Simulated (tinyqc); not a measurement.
# Worked calculation: CMOS inverter, nodal equation and switching

Program tinyqc, `OMP_NUM_THREADS=1 python tinyqc.py 2340137 2340138 out.jsonl`; Intel Xeon 2.30GHz, shared host, one thread, about 0.04 s. Printed values are rounded.

An n-channel pull-down (bn, VTn) and a p-channel pull-up (bp, VTp) share the input Vin and the output node Vout, which carries the load C. Transistor (EKV form, voltages against the body): I = 2 n b Vt^2 [F(vp - Vs) - F(vp - Vd)] from drain to source, F(v) = ln^2(1 + exp(v/(2 Vt))), vp = (Vg - VT + sg |Vd - Vs|)/n. n-channel bodies are at 0; for the p-channel device all voltages are counted down from Vdd. b in uA/V^2 gives I in uA. Static: In = Ip. Transient: C dVout/dt = Ip - In. No velocity saturation, no gate capacitance beyond C.

Values chosen for this exercise: temperature T = 300 K; supply voltage Vdd = 0.75 V; slope factor n = 1.13; drain-induced barrier lowering sg = 0.031; n-channel threshold VTn = 0.36 V; p-channel threshold (magnitude) VTp = 0.28 V; gain factor of the pull-down transistor bn = 540 uA/V^2; gain factor of the pull-up transistor bp = 540 uA/V^2; load capacitance C = 0.25 fF; input voltage Vin = 0.38 V; time step dt = 0.6 ps.

Constants: q = 1.602176634e-19 C, kB = 1.380649e-23 J/K, Vt = kB T/q. Results are converted to the units shown.

## Iteration 1: output voltage by Newton steps

Vout at the start = 0.38 V

f = In - Ip at (Vin, Vout); G = df/dVout by a central difference with +/- 1e-6 V; Vout(new) = Vout - f/G, the step limited to +/- 0.1 V.

In = 0.818324 uA
Ip = 2.94110 uA
G = 1.94667 uS
Vout after iteration 1 = 0.48 V

## Iteration 2: output voltage by Newton steps

As before.

In = 0.874649 uA
Ip = 2.80291 uA
G = 1.95629 uS
Vout after iteration 2 = 0.58 V

## Course of the iteration: output voltage by Newton steps

Stop when Vout changes by less than 1e-9 V, or after 30 iterations.

Course of the iteration:

| iteration | Vout (V) | \|change\| (V) |
|---|---|---|
| 1 | 0.48 | 0.100 |
| 2 | 0.58 | 0.100 |
| 3 | 0.68 | 0.100 |
| 4 | 0.744075 | 0.0641 |
| 5 | 0.725752 | 0.0183 |
| 6 | 0.723204 | 2.55e-3 |
| 7 | 0.723157 | 4.72e-5 |
| 8 | 0.723157 | 1.61e-8 |
| 9 | 0.723157 | < 1e-14 |

Converged in 9 iterations. At the end the number of correct digits about doubles with each step.

## Transfer curve

| point | Vin (V) |
|---|---|
| 0 | 0 |
| 1 | 0.075 |
| 2 | 0.15 |
| 3 | 0.225 |
| 4 | 0.3 |
| 5 | 0.375 |
| 6 | 0.45 |
| 7 | 0.525 |
| 8 | 0.6 |
| 9 | 0.675 |
| 10 | 0.75 |

For each Vin solve In = Ip; gain = dVout/dVin.

| point | Vout (V) | supply current (uA) | gain |
|---|---|---|---|
| 0 | 0.750000 | 8.0131e-6 | 0.0000 |
| 1 | 0.750000 | 1.0358e-4 | 0.0000 |
| 2 | 0.749992 | 0.0013112 | -0.0003 |
| 3 | 0.749882 | 0.015473 | -0.0043 |
| 4 | 0.748313 | 0.14871 | -0.0581 |
| 5 | 0.727812 | 0.92580 | -0.8275 |
| 6 | 0.026843 | 1.0243 | -1.0470 |
| 7 | 0.002003 | 0.17072 | -0.0686 |
| 8 | 0.000142 | 0.018148 | -0.0051 |
| 9 | 0.000009 | 0.0015505 | -0.0003 |
| 10 | 0.000001 | 1.2279e-4 | 0.0000 |

The switching point Vin = Vout lies at 0.4138 V, with a gain of -32.2. The current peaks at 1.02 uA among the points, against 8.0e-6 and 1.2e-4 uA of leakage at the ends.

## Switching point and noise margins

VM solves In = Ip with Vin = Vout. VIL and VIH are the inputs at which the gain is -1; NML = VIL - Vout(VIH), NMH = Vout(VIL) - VIH.

VM = 0.41380 V
gain at VM = -32.246
VIL = 0.37906 V
VIH = 0.45094 V
NML = 0.35318 V
NMH = 0.27318 V

VM lies 39 mV above Vdd/2, and the low margin is the larger one. With both transistors saturated the size of the gain tends to 1/sg = 32.3; here it is 0.039 % below that.

## Step 1: one time step of the falling output

Vout at t = 0 = 0.75 V

The input steps to Vdd at t = 0; I = In - Ip. Trapezoidal rule: V(new) = V - (dt/C)[I(V) + I(V(new))]/2, solved for V(new); 1 ps uA/fF = 1 mV.

I(V) = 40.8146 uA
I(V(new)) = 40.2218 uA
Vout after step 1 = 0.652756 V

## Step 2: one time step of the falling output

As before.

I(V) = 40.2218 uA
I(V(new)) = 39.6415 uA
Vout after step 2 = 0.556920 V

## Delays and energy

For a step input the delay to Vdd/2 is tHL = C times the integral of dV/(In - Ip) from Vdd/2 to Vdd at Vin = Vdd, and tLH likewise with Ip - In from 0 to Vdd/2 at Vin = 0. Energy drawn for one full cycle of the output: C Vdd^2. Leakage power: Vdd times the mean of the supply currents at Vin = 0 and Vdd.

tHL = 2.36456 ps
tLH = 1.65608 ps
energy = 0.140625 fJ
leakage power = 0.0490504 nW

Time steps as above cross Vdd/2 at 2.37 ps by linear interpolation, 0.046 % above tHL. tLH/tHL = 0.700, with bn/bp = 1.00.
